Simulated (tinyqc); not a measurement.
## Gap and screening length from two transmissions

Problem. At the source junction of a tunnel FET, T(w) = exp(-S), S = 2 pi lam sqrt(m/(C Eg)) [w + Eg/2 - sqrt(w (w + Eg))], C = hbar^2/(2 m0). Find Eg (between 0.1 and 3 eV) and lam.

Inputs (values chosen for the exercise):
```
symbol,value,unit,meaning
m,0.086,m0,band-edge mass of the two-band model
```

Constants: q = 1.602176634e-19 C, hbar = 1.054571817e-34 J s, m0 = 9.1093837015e-31 kg, hbar^2/(2 m0) = 0.0380998212 eV nm^2. Results are converted to the units shown.

T(w) at w = 0.05 and 0.39 eV: [6.7280155e-6, 0.0019766577]

Answer. The ratio of the two exponents depends on Eg alone and falls steadily with it, which fixes Eg; either exponent then gives lam.

ratio of the two S = 1.913
Eg = 1.340 eV
lam = 3.200 nm

Computed by the program tinyqc: `OMP_NUM_THREADS=1 python tinyqc.py 2620166 2620167 out.jsonl`, one thread of a shared Intel Xeon 2.30GHz, about 0.01 s for the whole run.
